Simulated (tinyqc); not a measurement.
RKS/LDA (PW92) in the 6-31g basis, for H3+, spin multiplicity 1, step by step. One step of it, computed by the program tinyqc.

Problem. Iteration 1: diagonalisation and new density. Diagonalise F' = X^T F X, C = X C', fill 1 alpha and 1 beta electrons from the bottom; D = 2 C_occ C_occ^T. Each column has its largest component positive (the first on a tie).

Kohn-Sham matrix F (hartree), lower triangle:
```
           1H 1s      1H 2s      2H 1s      2H 2s      3H 1s      3H 2s
1H 1s  -0.484235
1H 2s  -0.644827  -0.654935
2H 1s  -0.277417  -0.378537  -0.380504
2H 2s  -0.401013  -0.477368  -0.569392  -0.541136
3H 1s  -0.277388  -0.378515  -0.008979  -0.092452  -0.380486
3H 2s  -0.400995  -0.477351  -0.092454  -0.208029  -0.569378  -0.541124
```

X, lower triangle:
```
           1H 1s      1H 2s      2H 1s     2H 2s      3H 1s     3H 2s
1H 1s   1.274616
1H 2s  -0.598986   2.321381
2H 1s  -0.008613   0.002979   1.254999
2H 2s   0.067579  -0.835478  -0.495942  1.685641
3H 1s  -0.008603   0.002979  -0.004888  0.038495   1.254999
3H 2s   0.067576  -0.835448   0.038497  0.217576  -0.495943  1.685612
```

Give: F' = X^T F X; orbital energies; coefficients C; D after iteration 1.

Solution.

F' = X^T F X (hartree), lower triangle:
```
         1        2        3        4        5        6
1  -0.0989
2  -0.5136  -0.0570
3  -0.0858  -0.0857  -0.0243
4  -0.0487  -0.1443  -0.4702  -0.1030
5  -0.0858  -0.0857   0.0183   0.0366  -0.0242
6  -0.0487  -0.1443   0.0366  -0.0273  -0.4702  -0.1030
```

orbital energies (hartree): MO1 -0.8113, MO2 -0.5662, MO3 -0.2938, MO4 0.3344, MO5 0.4480, MO6 0.4785

coefficients C:
```
          MO1      MO2      MO3      MO4      MO5      MO6
1H 1s  0.3721   0.0000   0.3853   0.5820   0.0003  -1.1692
1H 2s  0.4000   0.0000   1.2762  -0.4263  -0.0007   2.2744
2H 1s  0.2150  -0.3481  -0.2456   0.7764   0.9028   0.4208
2H 2s  0.0931  -0.4830  -0.9135  -0.6046  -0.9931  -1.1876
3H 1s  0.2150   0.3481  -0.2456   0.7763  -0.9031   0.4202
3H 2s  0.0930   0.4831  -0.9134  -0.6045   0.9939  -1.1870
```

D after iteration 1, lower triangle:
```
        1H 1s   1H 2s   2H 1s   2H 2s   3H 1s   3H 2s
1H 1s  0.2769
1H 2s  0.2977  0.3200
2H 1s  0.1600  0.1720  0.0924
2H 2s  0.0693  0.0745  0.0400  0.0173
3H 1s  0.1600  0.1720  0.0924  0.0400  0.0924
3H 2s  0.0692  0.0744  0.0400  0.0173  0.0400  0.0173
```
